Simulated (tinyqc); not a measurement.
Inside a calculation: mean-field antiferromagnet of the Hubbard model on the square lattice. Values are carried at full precision from step to step, so a last printed digit may differ when a step is redone from the rounded ones.

e(k) = -2 t (cx + cy) - 4 t2 cx cy, ci = cos ki; one electron a site; Q = (pi, pi). <n_up - n_dn> = m cos(Q.R) gives Delta = U m/2 and bands E = e+ -/+ sqrt(e-^2 + Delta^2), e+- = (e(k) +- e(k + Q))/2 (the constant U/2 is dropped). Means run over the mesh k_i = 2 pi (j + 1/2)/N of the whole zone: mu from mean(f(E-) + f(E+)) = 1; m(out) = mean of Delta (f(E-) - f(E+))/sqrt(e-^2 + Delta^2); free energy per site F = -kT mean[ln(1 + exp(-(E- - mu)/kT)) + ln(1 + exp(-(E+ - mu)/kT))] + mu + U m^2/4. Order at T > 0 in two dimensions is an artefact of mean field.

Constants: kB = 8.617333262e-05 eV/K.

Parameters, chosen for this exercise: t = 0.87 eV (nearest hopping); t2 = 0 eV (second hopping); N = 8 (mesh); U = 9.22 eV (on-site repulsion); m0 = 0.37 (starting staggered moment); T = 300 K.

## Folded levels on the mesh

Collect the points with equal |e-| and e+.

Classes of points:
```
|e-| (eV)  e+ (eV)  points
0.0000      0.0000      16
0.9417      0.0000      16
1.3317      0.0000       8
2.2734      0.0000      16
3.2151      0.0000       8
```

## One mean-field step

From m = m0 form Delta, the two bands of each class and m(out).

Delta = 1.7057 eV

E-, E+ and Delta/sqrt(e-^2 + Delta^2) of each class:
```
|e-| (eV)  E- (eV)  E+ (eV)  Delta/sqrt(e-^2 + Delta^2)
0.0000     -1.7057   1.7057                      1.0000
0.9417     -1.9484   1.9484                      0.8754
1.3317     -2.1640   2.1640                      0.7882
2.2734     -2.8422   2.8422                      0.6001
3.2151     -3.6395   3.6395                      0.4687
```

m(out) = 0.7760

m(out) is above m0, so the next step starts from a larger moment.

## Self-consistency

Repeat with m = m(out) until |m(out) - m| < 1e-8; F(0) is the free energy at m = 0.

Iterations:
```
step         m  Delta (eV)    m(out)     F (eV)
1     0.370000     1.70570  0.776006  -2.033948
2     0.776006     3.57739  0.912879  -2.569169
3     0.912879     4.20837  0.932428  -2.618885
4     0.932428     4.29850  0.934702  -2.619870
5     0.934702     4.30898  0.934960  -2.619883
6     0.934960     4.31016  0.934989  -2.619883
7     0.934989     4.31030  0.934992  -2.619883
8     0.934992     4.31031  0.934992  -2.619883
9     0.934992     4.31032  0.934992  -2.619883
10    0.934992     4.31032  0.934992  -2.619883
```

m = 0.9350
Delta = 4.3103 eV
lowest E+ minus highest E- on the mesh = 8.6206 eV
F - F(0) = -1238.79 meV

Converged in 10 steps. The ordered state lies 1238.79 meV a site below the paramagnet and is an insulator on this mesh. A mesh of N = 48 gives m = 0.935 and F - F(0) = -1208.8 meV.

## Checks

- Energy gain at U = 400 t against the exchange limit -z t^2/U a site (z neighbours), counted from -U/4 (eV): both -0.00870.

Program tinyqc; command `OMP_NUM_THREADS=1 python tinyqc.py 1651131 1651132 out.jsonl`; about 0.1 s on one thread of a shared Intel(R) Xeon(R) Processor @ 2.30GHz.
